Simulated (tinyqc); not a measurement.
# CMOS latch-up, two-transistor model: effects of single changes

A parasitic pnp (emitter at Vdd, base shunted by Rw) and npn (emitter at ground, base shunted by Rs) feed each other: the npn collector current flows out of the pnp base node, the pnp collector current into the npn base node. Forward-active transistors with constant gains: Icn = Isn exp(Vn/Vt), Icp = Isp (exp(Vp/Vt) - 1). A current Ii is injected into the npn base node.

Inputs (values chosen for the exercise); values close to those of bulk CMOS: temperature T = 300 K; current gain of the npn bn = 23.1; current gain of the pnp bp = 3.2; saturation current of the npn at T Isn = 7.2e-15 A; saturation current of the pnp at T Isp = 2.1e-15 A; substrate resistance shunting the npn Rs = 210 ohm; well resistance shunting the pnp Rw = 390 ohm; resistance from the pnp collector to the npn base R2 = 48 ohm; base-emitter voltage in the on state Von = 0.72 V; saturation voltage Vsat = 0.07 V; supply voltage Vdd = 1.2 V.

Constants: q = 1.602176634e-19 C, kB = 1.380649e-23 J/K, Vt = kB T/q. Results are converted to the units shown.

Each table varies one quantity; the others keep the values above.

## Effect of the resistance from the pnp collector to the npn base

Node equations: Vp/Rw + Icp/bp = Icn and Vn/Rs + Icn/bn = Icp + Ii. Loop gain G = gn gp/[(1/Rw + gp/bp)(1/Rs + gn/bn)], gn = Icn/Vt, gp = (Icp + Isp)/Vt; the off state ends where G = 1, and Ii there is the trigger current. On state with both base-emitter voltages at Von: npn base current Ib = (Von/Rs + bp Von/Rw)/(bn bp - 1), holding current Ih = (bn + 1) Ib + Von/Rs, holding voltage Vh = Vsat + Von + R2 (Ib + Von/Rs).

The same in every row: Vn at trigger (V) = 0.6733; trigger current (mA) = 3.261; Ih (mA) = 6.514.

Effect of the resistance from the pnp collector to the npn base:

| R2 (ohm) | Vh (V) |
|---|---|
| 5 | 0.8078 |
| 14 | 0.8398 |
| 37 | 0.9216 |
| 100 | 1.146 |
| 270 | 1.750 |
| 740 | 3.422 |
| 2000 | 7.903 |

What does the comparison show?

As R2 goes from 5 to 2000 ohm, the trigger current stays at 3.26 mA, Ih stays at 6.51 mA and Vh rises from 0.808 to 7.90 V. Vh exceeds the supply Vdd = 1.2 V, which then cannot sustain a latched state, in 3 of the 7 rows.

## Effect of the substrate resistance shunting the npn

Same model as above.

Results:

| Rs (ohm) | Vn at trigger (V) | trigger current (mA) | Ih (mA) | Vh (V) |
|---|---|---|---|---|
| 21 | 0.6759 | 32.19 | 47.57 | 2.462 |
| 41 | 0.6749 | 16.50 | 25.32 | 1.648 |
| 150 | 0.6735 | 4.544 | 8.339 | 1.027 |
| 290 | 0.6730 | 2.377 | 5.256 | 0.9147 |
| 560 | 0.6726 | 1.258 | 3.663 | 0.8564 |
| 1100 | 0.6723 | 0.6686 | 2.823 | 0.8257 |
| 2100 | 0.6721 | 0.3775 | 2.409 | 0.8106 |

Estimate the missing row, Rs = 78 ohm.

Computed row:

| Rs (ohm) | Vn at trigger (V) | trigger current (mA) | Ih (mA) | Vh (V) |
|---|---|---|---|---|
| 78 | 0.6742 | 8.691 | 14.23 | 1.243 |

With this row back in the table: As Rs goes from 21 to 2100 ohm, the trigger current falls from 32.2 to 0.378 mA, Ih falls from 47.6 to 2.41 mA and Vh falls from 2.46 to 0.811 V. Vh exceeds the supply Vdd = 1.2 V, which then cannot sustain a latched state, in 3 of the 8 rows. The trigger current goes as Rs^(-0.97): most of it flows through the shunt.

tinyqc, about 0.04 s, one thread, Intel Xeon 2.30GHz (shared host): `OMP_NUM_THREADS=1 python tinyqc.py 2670061 2670062 out.jsonl`
